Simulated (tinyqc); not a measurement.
Metal-induced gap states at the contact of a metal chain and a two-band chain: one step. Decay in the gap. Two cases, with inputs chosen for the exercise.

Problem. Form cosh(q a), l = exp(-q a), q and the decay length 1/(2q) of the density.

The semiconductor alternates sites A at -Eg/2 and C at +Eg/2 with hopping -t; the gap runs from -Eg/2 to Eg/2. In the gap cosh(q a) = 1 + (Eg^2/4 - E^2)/(2 t^2) and the amplitude changes by -exp(-q a) a period. The metal has site energy 0 and hopping -tm; its end site has g_m = (E - i sqrt(4 tm^2 - E^2))/(2 tm^2). Sites 1, 2, ... count into the semiconductor, with energies e1, e2 alternating. The clean half chain has g1 = 1/(E - e1 - t^2 g2), g2 = 1/(E - e2 - t^2 g1), decaying root. With the contact G11 = 1/(1/g1 - tc^2 g_m), and the density on site j is -Im G_jj/pi = |psi_j/psi_1|^2 (-Im G11/pi), per spin, with psi_2/psi_1 = -t g2, psi_3/psi_2 = -t g1.

Case 1.

Values chosen (gap and optical dielectric constant near those of GaAs; the chain itself is a model; shifted at random, so the results belong to these values and not to a real crystal):
- Eg = 1.46 eV (gap)
- t = 2.28 eV (hopping in the semiconductor)
- a = 4 angstrom (period (two sites); one chain for each area a^2)
- E = -0.4 eV (energy from mid-gap)

Case 2.

Values chosen (gap and optical dielectric constant near those of Ge; the chain itself is a model; shifted at random, so the results belong to these values and not to a real crystal):
- Eg = 0.66 eV (gap)
- t = 2.09 eV (hopping in the semiconductor)
- a = 4 angstrom (period (two sites); one chain for each area a^2)
- E = -0.05 eV (energy from mid-gap)

Give: cosh(q a); l; q; xi, the decay length of the density.

Solution.

Case 1.

cosh(q a) = 1.03587
l = 0.76564
q = 0.06676 1/angstrom
xi, the decay length of the density = 7.490 angstrom

Case 2.

cosh(q a) = 1.01218
l = 0.85563
q = 0.03898 1/angstrom
xi, the decay length of the density = 12.828 angstrom

Computed by tinyqc, one run a case: `OMP_NUM_THREADS=1 python tinyqc.py N N+1 out.jsonl` with N = 1451441, 1451771; one thread of a shared Intel(R) Xeon(R) Processor @ 2.30GHz, about 0.01 s a run at most.
